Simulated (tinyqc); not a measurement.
Hydrogen passivation and dissociation of interface defects with a spread of activation energies: one step, computed by the program tinyqc. Command: `OMP_NUM_THREADS=1 python tinyqc.py 3024024 3024025 out.jsonl passivation walk`. One thread of a shared host (Intel(R) Xeon(R) Processor @ 2.30GHz), about 0.01 s of CPU time with the checks.

Active defects P react as P + H2 -> HP + H and HP -> P + H; released atomic hydrogen is removed. All defects start active. Activation energies are normally distributed, independently for the two reactions.

Question. A five-point average. a = k_f0 [H2] exp(-E_f/k_B T), b = k_d0 exp(-E_d/k_B T); the active share of one kind of site is b/(a + b) + (a/(a + b)) exp(-(a + b) t). Gauss-Hermite nodes for a unit normal variable, z = 0, +/-1.355626, +/-2.856970 with weights 0.533333, 0.222076, 0.011257; E_f + s_f z is varied at the mean E_d.

Inputs (values chosen for the exercise, for a model interface):

| quantity | value | unit |
|---|---|---|
| mean passivation energy E_f | 1.58 | eV |
| spread s_f | 0.051 | eV |
| prefactor k_f0 | 7.1e-08 | cm^3/s |
| mean dissociation energy E_d | 2.94 | eV |
| prefactor k_d0 | 1.7e+13 | 1/s |
| dissolved hydrogen [H2] | 2.7e+18 | cm^-3 |
| anneal temperature T | 750 | K |
| anneal time t | 1800 | s |

Ambient: hydrogen.

Constants: k_B = 8.617333262e-05 eV/K.

Give: Nodes; active share, five points.

Answer.

Nodes:

| z | weight | energy (eV) | rate (1/s) | active share |
|---|---|---|---|---|
| -2.856970 | 0.011257 | 1.434 | 44.12 | 6.760e-09 |
| -1.355626 | 0.222076 | 1.511 | 13.49 | 2.210e-08 |
| 0.000000 | 0.533333 | 1.580 | 4.63 | 6.442e-08 |
| 1.355626 | 0.222076 | 1.649 | 1.59 | 1.878e-07 |
| 2.856970 | 0.011257 | 1.726 | 0.49 | 6.139e-07 |

active share, five points = 8.795e-08
